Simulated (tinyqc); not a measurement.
Inside a calculation: hydrogenic donor in a hard-walled well (variational). Values are carried at full precision from step to step, so a last printed digit may differ when a step is redone from the rounded ones.

Constants: Ry = 13.60569312 eV; a0 (Bohr radius) = 0.5291772105 angstrom; hbar^2/2m0 = 3.80998211 eV angstrom^2; e^2/(4 pi eps0) = 14.39964547 eV angstrom.

Inputs chosen for the exercise (near those of Si, with one mean mass; the results hold for these values, not for the real material):
```
symbol  value                         unit      meaning
m       0.292                         m0        mass
eps     12                                      dielectric constant
L       21                            angstrom  well width
zi      6                             angstrom  position of the donor from the centre
lam     20                            angstrom  trial length
lams    (12, 15, 18, 21, 26, 31, 38)  angstrom  trial lengths
```

## Bulk donor

Ry* = Ry m/eps^2, a* = a0 eps/m, and the subband energy c (pi/L)^2/m with c = hbar^2/2m0.

Ry* = 27.589 meV
a* = 21.75 angstrom
subband energy = 292.01 meV

## One trial length

Trial function cos(pi z/L) exp(-r/lam), r measured from the donor at zi, walls at +/- L/2, one eps everywhere. Counted from the lowest subband, E(lam) = c/(m lam^2) - (q/eps) I0/I1, with I0 the integral of cos^2(pi z/L) exp(-2|z - zi|/lam) over the well and I1 the same with the factor (|z - zi| + lam/2); c = hbar^2/2m0, q = e^2/(4 pi eps0). The binding energy is -E at the minimum.

Evaluate I0, I1 and both terms.

I0 = 6.045 angstrom
I1 = 90.3 angstrom^2
kinetic term = 32.620 meV
Coulomb term = -80.361 meV
E = -47.741 meV

## Scan and minimum

E for each trial length, then the minimum.

Scan:
```
lam (angstrom)  kinetic (meV)  Coulomb (meV)  E (meV)
12                     90.610       -117.270  -26.659
15                     57.991        -99.413  -41.422
18                     40.271        -86.897  -46.625
21                     29.587        -77.488  -47.901
26                     19.302        -65.948  -46.647
31                     13.577        -57.576  -43.999
38                      9.036        -49.012  -39.976
```

best lam = 21.3 angstrom
binding energy = 47.91 meV
in Ry* = 1.737

At L = 0.97 a* this donor is bound more strongly than in the bulk.

## Checks

- Binding at the centre of a very wide well (200 a*) against Ry*, meV: 27.60 against 27.59.
- Binding in a very thin well (a*/2000) against 4 Ry*, meV: 110.3 against 110.4.

Run: tinyqc, `OMP_NUM_THREADS=1 python tinyqc.py 1281217 1281218 out.jsonl`; Intel(R) Xeon(R) Processor @ 2.30GHz, one thread, shared host; about 0.04 s of CPU time with all checks.
